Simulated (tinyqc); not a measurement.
Inside a calculation. Model: a particle near a wafer in liquid: double-layer and van der Waals forces (DLVO), deposition barrier and removal. Computed by tinyqc, a small Python program that keeps every step. Command: `OMP_NUM_THREADS=1 python tinyqc.py 3113795 3113796 out.jsonl dlvo walk`. One thread of a shared host (Intel(R) Xeon(R) Processor @ 2.30GHz), about 0.01 s of CPU time with the checks. Intermediate numbers are printed to about 7 digits and carried at full precision; extremes and crossings named in words are read from the listed rows.

Sphere and flat wall, Derjaguin approximation, constant potentials in the linear-superposition form, no retardation and no hydration force.

Inputs (values chosen for the exercise, of the order of those for silicon nitride on silicon in water):

| quantity | value | unit |
|---|---|---|
| particle radius R | 11 | nm |
| Hamaker constant A | 3.1e-20 | J |
| potential of the particle psi_1 | -33 | mV |
| potential of the wafer psi_2 | -48 | mV |
| salt concentration c | 0.0045 | mol/L |
| valence z of the symmetric salt | 2 | - |
| temperature T | 298 | K |
| dielectric constant of the liquid | 78.4 | - |
| gap h | 3.3 | nm |
| contact distance h0 | 0.3 | nm |
| contact radius over R | 0.076 | - |
| viscosity | 0.79 | mPa s |

Constants: e = 1.602176634e-19 C; N_A = 6.02214076e+23 1/mol; eps_0 = 8.8541878128e-12 F/m; k_B = 1.380649e-23 J/K; k_B = 8.617333262e-05 eV/K.

## Screening

kappa^2 = 2 z^2 e^2 N_A (1000 c)/(eps eps_0 k_B T); gamma_i = tanh(z e psi_i/(4 k_B T)); Z = 64 pi eps eps_0 (k_B T/(z e))^2 gamma_1 gamma_2.

kappa = 0.4414230 1/nm

Debye length = 2.265401 nm

gamma_1 = -0.5666211

gamma_2 = -0.7327277

Z = 9.553188 pN

kappa R = 4.855653

Like signs: the double layers repel.

## Energy and force at one gap

U(h) = Z R exp(-kappa h) - A R/(6 h); F(h) = -dU/dh = kappa Z R exp(-kappa h) - A R/(6 h^2), positive for repulsion.

double-layer energy = 5.951227 k_B T

van der Waals energy = -4.185908 k_B T

U(h) = 1.765319 k_B T

F(h) = 5.589534 pN

## The curve

The formulas are those given above.

Against the gap:

| h (nm) | kappa h | U (k_B T) | F (pN) |
|---|---|---|---|
| 0.4 | 0.17657 | -13.12661 | -3.163295e+02 |
| 0.6 | 0.26485 | -3.42426 | -1.222768e+02 |
| 1.0 | 0.44142 | 2.61258 | -2.700092e+01 |
| 1.5 | 0.66213 | 3.96386 | -1.335215e+00 |
| 2.5 | 1.10356 | 2.94634 | 6.292713e+00 |
| 4.0 | 1.76569 | 0.91592 | 4.383260e+00 |
| 7.0 | 3.08996 | -0.81114 | 9.509163e-01 |
| 12.0 | 5.29708 | -1.02326 | -1.624529e-01 |
| 20.0 | 8.82846 | -0.68693 | -1.352875e-01 |
| 40.0 | 17.65692 | -0.34534 | -3.551984e-02 |

Caution: in rows where h is not small against R, A R/(6 h) overstates the van der Waals term. Caution: in rows with kappa h below 1 linear superposition is only rough.

## Barrier and secondary minimum

F = 0 reads x^2 exp(-x) = y with x = kappa h and y = A kappa/(6 Z); the left side peaks at x = 2 with 4/e^2 = 0.5413, so roots exist for smaller y: x < 2 is the barrier, x > 2 the secondary minimum.

y = 0.2387355

position of the barrier = 1.562803 nm

barrier height = 3.973767 k_B T

position of the secondary minimum = 9.949509 nm

energy at the secondary minimum = -1.072244 k_B T

A barrier of this size slows deposition by roughly exp(barrier).

## Critical salt concentration

The barrier height is zero when U = 0 and F = 0 together: kappa h = 1 and kappa = 6 Z/(e A), e = 2.718282 here; c follows from kappa^2, with the potentials held fixed.

critical kappa = 0.6802106 1/nm

critical concentration = 0.01068537 mol/L

## Adding salt

kappa scales as sqrt(c); potentials are held fixed. A dash marks rows without a maximum.

Against the concentration:

| c (mol/L) | Debye length (nm) | barrier at (nm) | barrier (k_B T) | minimum at (nm) | minimum (k_B T) |
|---|---|---|---|---|---|
| 1.07e-06 | 146.9127 | 9.197184 | 22.48935 | 1.507506e+03 | -8.270160e-03 |
| 1.07e-05 | 46.4579 | 5.307220 | 20.18117 | 4.089915e+02 | -2.993803e-02 |
| 1.07e-04 | 14.6913 | 3.136299 | 16.22698 | 1.067937e+02 | -1.115536e-01 |
| 5.34e-04 | 6.5763 | 2.235267 | 12.00153 | 4.025900e+01 | -2.870679e-01 |
| 2.14e-03 | 3.2851 | 1.736029 | 7.09990 | 1.655046e+01 | -6.689650e-01 |
| 5.34e-03 | 2.0796 | 1.533287 | 3.20997 | 8.801572e+00 | -1.198614e+00 |
| 9.62e-03 | 1.5494 | 1.472030 | 0.49322 | 5.627708e+00 | -1.778772e+00 |
| 1.60e-02 | 1.2014 | 1.513027 | -1.88032 | 3.587457e+00 | -2.560997e+00 |
| 3.21e-02 | 0.8482 | - | - | - | - |

At low salt the barrier tends to Z R = 25.5 k_B T; it is half of that between 1.1e-4 and 5.3e-4 mol/L and changes sign at 0.011 mol/L, while the secondary minimum deepens to -1.8 k_B T at 0.9 of that.

## Removing an attached particle

Adhesion F_a = A R/(6 h0^2) [1 + a^2/(R h0)] - kappa Z R exp(-kappa h0), a the contact radius. Drag in a shear flow F_d = 1.7 x 6 pi mu R^2 G, acting at 1.4 R; rolling starts when 1.4 R F_d = a F_a. Wall shear stress = mu G.

van der Waals adhesion = 765.2208 pN

net adhesion F_a = 724.5874 pN

wall shear stress for rolling = 10144.74 Pa

shear rate G = 1.284144e+07 1/s

Checks made by the program: force against a difference of U (relative difference below 1e-10).
